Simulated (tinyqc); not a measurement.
Choosing the metal: Schottky barrier with interface states (Cowley-Sze model), image lowering and contact resistance. Computed by tinyqc, a small Python program. Command: `OMP_NUM_THREADS=1 python tinyqc.py 3000796 3000797 out.jsonl pinning walk`. One thread of a shared host (Intel(R) Xeon(R) Processor @ 2.30GHz), about 0.01 s of CPU time with the checks.

An n-type semiconductor under a metal. The barrier lies between the Schottky-Mott limit phi_M - chi and the Bardeen limit E_g - E_n, E_n being the neutrality level of the interface states; the space-charge term of the full Cowley-Sze expression is left out.

Inputs (values chosen for the exercise, for a model semiconductor):
```
quantity                                       value         unit
gap E_g                                         2.77           eV
electron affinity chi                           4.14           eV
metal work function phi_M                       5.54           eV
neutrality level E_n above the valence band      1.1           eV
interface-state density D                    7.6e+13  cm^-2 eV^-1
dipole layer thickness delta                    0.41           nm
dipole layer constant eps_i                        2            -
dielectric constant eps_s                       7.05            -
electron mass m_e                              0.158          m_0
valleys M_c                                        1            -
donor density N                              8.1e+15        cm^-3
temperature T                                    200            K
```

Pinning factor from: interface states.

Constants: e = 1.602176634e-19 C; eps_0 = 8.8541878128e-12 F/m; k_B = 8.617333262e-05 eV/K; hbar = 1.054571817e-34 J s; m_0 = 9.1093837015e-31 kg; k_B = 1.380649e-23 J/K; h = 6.62607015e-34 J s.

Method:
- S = 1/(1 + e^2 D delta/(eps_i eps_0)); for D per eV, e^2 D is the number e x D in SI units, with 1 cm^-2 = 1e4 m^-2.
- phi_B = S (phi_M - chi) + (1 - S)(E_g - E_n); the hole barrier is E_g - phi_B.
- A* = 4 pi e m_e M_c k_B^2/h^3 (a simple valley count); J_s = A* T^2 exp(-phi/k_B T).
- E_00 = (e hbar/2) sqrt(N/(m_e eps_s eps_0)), E_0 = E_00 coth(E_00/k_B T); scaling form of the contact resistivity rho_c = (k_B/(e A* T)) exp(phi_B/E_0), which is the thermionic result when E_00 << k_B T and keeps only the leading exponential of tunnelling when E_00 >> k_B T; image lowering is left out of it.

pinning factor S = 0.261834

Bardeen barrier = 1.67 eV

E_0 = 0.0172831 eV

Against work function:
```
phi_M (eV)  Schottky-Mott (eV)  phi_B (eV)  J_0 (A/cm^2)  rho_c (ohm cm^2)
4.14                      0.00      1.2327    6.5598e-26        2.1499e+23
4.37                      0.23      1.2930    1.9924e-27        7.0095e+24
4.60                      0.46      1.3532    6.0514e-29        2.2854e+26
4.83                      0.69      1.4134    1.8379e-30        7.4511e+27
5.05                      0.91      1.4710    6.4982e-32        2.0878e+29
5.28                      1.14      1.5312    1.9737e-33        6.8070e+30
5.51                      1.37      1.5914    5.9945e-35        2.2193e+32
5.74                      1.60      1.6517    1.8207e-36        7.2358e+33
```

What does the comparison show, and why?

A span of 1.60 eV in work function moves the barrier by 0.419 eV (slope S = 0.262) and rho_c by 10.5 decades. The barrier equals its Schottky-Mott value only at phi_M = chi + E_g - E_n = 5.81 eV, where the interface states are neutral.
